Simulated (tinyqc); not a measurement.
## Level and coupling from the resonance

Question. One site of energy u is joined by hoppings -tc to two semi-infinite chains with hopping -t, t = 1 eV, and site energy 0. Each gives Sigma = tc^2 (E - i sqrt(4 t^2 - E^2))/(2 t^2) and Gamma = -2 Im Sigma; T(E) = 1 where E - u - 2 Re Sigma = 0. Find tc and u.

energy of full transmission = -0.16937669 eV
Gamma of one lead at that energy = 0.81625701 eV

Answer. Gamma = tc^2 sqrt(4 t^2 - E^2)/t^2 gives tc, and u = E (1 - tc^2/t^2).

tc = 0.6400 eV
u = -0.1000 eV

Program tinyqc, `OMP_NUM_THREADS=1 python tinyqc.py 2660023 2660024 out.jsonl`; Intel Xeon 2.30GHz, shared host, one thread, about 0.01 s.
